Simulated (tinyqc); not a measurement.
Inside a calculation. Method: Hueckel theory of the pi electrons, for the molecule c1ccc2cccc-2nc1 (SMILES; centres numbered as the heavy atoms are written). One step of it, computed by the program tinyqc.

Task: Orbitals. Diagonalise; E = alpha + x beta with beta < 0, so the largest x are filled first; degenerate levels share their electrons. P = sum n_i c_ri c_si; each orbital has its largest coefficient positive (the first on a tie).

Hueckel matrix in units of beta (H = alpha + beta A), lower triangle:
```
           1C        2C        3C        4C        5C        6C        7C        8C
1C   0.000000
2C   1.000000  0.000000
3C   0.000000  1.000000  0.000000
4C   0.000000  0.000000  1.000000  0.000000
5C   0.000000  0.000000  0.000000  1.000000  0.000000
6C   0.000000  0.000000  0.000000  0.000000  1.000000  0.000000
7C   0.000000  0.000000  0.000000  0.000000  0.000000  1.000000  0.000000
8C   0.000000  0.000000  0.000000  1.000000  0.000000  0.000000  1.000000  0.000000
9N   0.000000  0.000000  0.000000  0.000000  0.000000  0.000000  0.000000  1.000000
10C  1.000000  0.000000  0.000000  0.000000  0.000000  0.000000  0.000000  0.000000

           9N       10C
9N   0.500000
10C  1.000000  0.000000
```

pi electrons, sum of z_r less the charge = 10

Give: x values; occupations; coefficients; charge and bond-order matrix P.

Result:

x values: 2.3659  1.6842  1.4753  0.9082  0.4899  -0.2814  -0.6920  -1.5755  -1.8178  -2.0568

occupations: 2.0000  2.0000  2.0000  2.0000  2.0000  0.0000  0.0000  0.0000  0.0000  0.0000

coefficients:
```
        MO1      MO2      MO3      MO4      MO5      MO6      MO7      MO8
1C   0.1795   0.4657   0.1979   0.3857  -0.0088  -0.4708  -0.1207   0.3704
2C   0.1871   0.3123   0.4779   0.1381  -0.3081   0.2103  -0.4525  -0.2925
3C   0.2632   0.0603   0.5071  -0.2603  -0.1421   0.4116   0.4338   0.0905
4C   0.4356  -0.2108   0.2702  -0.3745   0.2384  -0.3261   0.1523   0.1499
5C   0.2913  -0.3332   0.1661   0.2112   0.5643  -0.0127  -0.3014  -0.4349
6C   0.2535  -0.3503  -0.0251   0.5663   0.0380   0.3297   0.0562   0.5353
7C   0.3084  -0.2568  -0.2031   0.3031  -0.5457  -0.0801   0.2624  -0.4084
8C   0.4762  -0.0821  -0.2746  -0.2910  -0.3053  -0.3071  -0.2378   0.1082
9N   0.3825   0.3292  -0.4721  -0.1929   0.1576   0.4927  -0.2502   0.0881
10C  0.2376   0.4720  -0.1859   0.2122   0.3038  -0.0778   0.5360  -0.2910

         MO9     MO10
1C    0.4287  -0.0756
2C   -0.3723   0.2280
3C    0.2481  -0.3933
4C   -0.0786   0.5809
5C    0.2089  -0.2997
6C   -0.3011   0.0354
7C    0.3384   0.2268
8C   -0.3140  -0.5020
9N    0.3111   0.2247
10C  -0.4070  -0.0725
```

charge and bond-order matrix P, lower triangle:
```
          1C       2C       3C       4C       5C       6C       7C       8C
1C    0.8742
2C    0.6592   0.9498
3C    0.1530   0.6365   0.8360
4C   -0.2261   0.0393   0.6051   1.0086
5C    0.0130  -0.2297   0.0113   0.5949   1.1729
6C    0.1910  -0.0149  -0.2399  -0.0511   0.6548   1.0194
7C    0.0346   0.1808  -0.0773  -0.2201  -0.2045   0.6482   1.1839
8C   -0.2334  -0.0278   0.2006   0.3735  -0.2266  -0.0401   0.6043   0.9736
9N    0.1054  -0.2528  -0.1821   0.1590  -0.0570  -0.2196  -0.0303   0.5855
10C   0.6097   0.0775  -0.2034  -0.1066   0.1946   0.0626  -0.2232  -0.0583

         9N     10C
9N   1.0794
10C  0.6819  0.9022
```
